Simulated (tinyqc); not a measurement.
# An Irvin curve: changing the peak concentration

Model: sheet resistance and Hall data of a diffused or implanted layer. Computed by tinyqc, a small Python program. Command: `OMP_NUM_THREADS=1 python tinyqc.py 3005316 3005317 out.jsonl layer sweep`. One thread of a shared host (Intel(R) Xeon(R) Processor @ 2.30GHz), about 0.01 s of CPU time with the checks.

Carriers are taken equal to the net active doping down to the junction (full ionisation, which deep dopants in wide-gap hosts do not reach; no spill-over, no depletion), and the Hall factor is 1.

Inputs (values chosen for the exercise, modelled on donors in GaAs):

| quantity | value | unit |
|---|---|---|
| mu_min | 493 | cm^2/(V s) |
| mu_max | 9580 | cm^2/(V s) |
| N_ref | 6.3e+16 | 1/cm^3 |
| exponent alpha | 0.39 | - |
| length scale l | 71 | nm |
| background doping N_B (opposite type) | 1.1e+15 | 1/cm^3 |

Profile: box. Activation: complete.

Constants: e = 1.602176634e-19 C.

Method:
- N(x) = N_0 down to x_j = l, dose N_0 l.
- Mobility mu = mu_min + (mu_max - mu_min)/(1 + (N_t/N_ref)^alpha), N_t = active doping + N_B; carriers n = active doping - N_B, all dopants active.
- Integrals from x_0 (0 unless stated) to x_j by the midpoint rule on 400 even intervals: 1/R_s = e int n mu dx; sheet density n_s = int n dx; Hall sheet density (int n mu dx)^2/int n mu^2 dx; Hall mobility int n mu^2 dx/int n mu dx.
- Mean conductivity 1/(R_s x_j); mean mobility 1/(e n_s R_s).

One run for each value:

| peak concentration N_0 (1/cm^3) | mean conductivity 1/(R_s x_j) (S/cm) | sheet resistance R_s (ohm) | Hall mobility (cm^2/(V s)) | junction depth x_j (nm) | sheet density n_s (1/cm^2) |
|---|---|---|---|---|---|
| 2.20e+16 | 19.804 | 7111.9 | 5914.2 | 71 | 1.4839e+11 |
| 2.50e+16 | 22.246 | 6331.2 | 5809.6 | 71 | 1.6969e+11 |
| 2.80e+16 | 24.634 | 5717.5 | 5715.7 | 71 | 1.9099e+11 |
| 3.20e+16 | 27.743 | 5076.9 | 5603.7 | 71 | 2.1939e+11 |
| 3.60e+16 | 30.776 | 4576.5 | 5504.0 | 71 | 2.4779e+11 |
| 4.10e+16 | 34.475 | 4085.4 | 5392.9 | 71 | 2.8329e+11 |
| 4.60e+16 | 38.083 | 3698.3 | 5293.9 | 71 | 3.1879e+11 |
| 5.20e+16 | 42.308 | 3329.1 | 5187.9 | 71 | 3.6139e+11 |
| 5.80e+16 | 46.431 | 3033.4 | 5093.1 | 71 | 4.0399e+11 |
| 6.60e+16 | 51.789 | 2719.6 | 4980.6 | 71 | 4.6079e+11 |

Over the rows, mean conductivity 1/(R_s x_j) (S/cm) rises from 19.8 to 51.8 (exponent d ln y / d ln x 0.91 between the first rows and 0.85 between the last); sheet resistance R_s (ohm) falls from 7110 to 2720 (exponent d ln y / d ln x -0.91 between the first rows and -0.85 between the last); Hall mobility (cm^2/(V s)) falls from 5910 to 4980 (exponent d ln y / d ln x -0.14 between the first rows and -0.17 between the last).

Caution (all rows): the layer is not thick against surface and junction depletion widths, which remove carriers that this model counts.

Extremes, crossings and ranges named in words are read from the listed rows.
